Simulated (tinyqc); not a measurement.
Undoped symmetric double-gate MOSFET, analytic potential model: one step of the calculation.

An undoped body of thickness ts between two equal insulators and tied gates; long channel, electrons only, n = ni exp((psi - V)/Vt) with V the quasi-Fermi potential (0 at the source, Vd at the drain), constant mobility, no quantisation. Across the body psi(x) = V - 2 Vt ln[(ts/(2 beta)) sqrt(q ni/(2 eps0 eps_r Vt)) cos(2 beta x/ts)], x from the centre. Q is the electron charge per area of the whole body.

Task. Constants of the body. ni = sqrt(Nc Nv) exp(-Eg/(2 Vt)), Eg in volts; r = eps_r tox/(eox ts); V0 = dphi + 2 Vt ln[(2/ts) sqrt(2 eps0 eps_r Vt/(q ni))].

Parameters, values chosen for the exercise; material values those of a made-up semiconductor:
- T = 400 K (temperature)
- Eg = 1.13 eV (band gap)
- eps_r = 11.4 (relative permittivity of the semiconductor)
- Nc = 4.11e19 cm^-3 (conduction-band density of states at T)
- Nv = 5.16e19 cm^-3 (valence-band density of states at T)
- eox = 3.97 (relative permittivity of the gate insulator)
- tox = 3.2 nm (insulator thickness)
- ts = 5 nm (body thickness)
- dphi = 0.03 V (gate work function less that of the intrinsic body)

Constants: q = 1.602176634e-19 C, kB = 1.380649e-23 J/K, Vt = kB T/q, eps0 = 8.8541878128e-14 F/cm where lengths are in cm. Results are converted to the units shown.

Wanted: ni; r; V0.

Result.

ni = 3.504e12 cm^-3
r = 1.838
V0 = 0.5298 V

Program tinyqc, `OMP_NUM_THREADS=1 python tinyqc.py 2440046 2440047 out.jsonl`; Intel Xeon 2.30GHz, shared host, one thread, about 0.01 s.
